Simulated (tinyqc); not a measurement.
Geometry relaxation of a small cluster: one step, computed by the program tinyqc.

E = sum_i {sum_j A exp(-p (r_ij/r0 - 1)) - xi sqrt(rho_i)}, rho_i = sum_j exp(-2 q (r_ij/r0 - 1)); the force on i is -sum_j w_ij (R_i - R_j)/r_ij with w_ij = -(2p/r0) A exp(-p (r_ij/r0 - 1)) + (xi q/r0) exp(-2 q (r_ij/r0 - 1)) (rho_i^(-1/2) + rho_j^(-1/2)).

Problem. The first two steps. BFGS: R(new) = R + B F with the inverse Hessian B = eta 1 at first; with s = R(new) - R, y = F - F(new), rho = 1/(y.s): B(new) = (1 - rho s y^T) B (1 - rho y s^T) + rho s s^T, skipped if y.s is not positive. No atom moves more than 0.3 angstrom a step (the whole step is scaled). Stop when the largest force component is below 1e-5 eV/angstrom.

Inputs (values chosen for the exercise, for model atoms):
```
quantity         value           unit
length r0         2.38       angstrom
repulsion A        0.2             eV
hopping xi        2.36             eV
decay p           10.9              -
decay q            3.2              -
step factor eta  0.011  angstrom^2/eV
```

Potential: Gupta. Method: BFGS.

starting positions (angstrom):
```
           x      y      z
atom 1     0   0.08   -0.1
atom 2  2.34  -0.06   0.25
atom 3  2.02   2.05  -0.06
atom 4  0.12   2.14  -0.25
atom 5  1.09   1.19   1.51
atom 6  1.09   1.28  -1.41
```

Give: positions after step 1; energy after step 1; positions after step 2; energy after step 2.

Solution.

positions after step 1 (angstrom):
```
             x       y       z
atom 1  -0.005   0.045  -0.084
atom 2   2.334  -0.066   0.245
atom 3   2.185   2.128   0.024
atom 4  -0.075   2.272  -0.125
atom 5   1.074   1.175   1.542
atom 6   1.147   1.127  -1.662
```

energy after step 1 = -24.97 eV

positions after step 2 (angstrom):
```
             x       y       z
atom 1   0.011   0.055  -0.083
atom 2   2.318  -0.057   0.236
atom 3   2.186   2.130   0.014
atom 4  -0.065   2.262  -0.123
atom 5   1.063   1.169   1.541
atom 6   1.147   1.122  -1.646
```

energy after step 2 = -25.11 eV
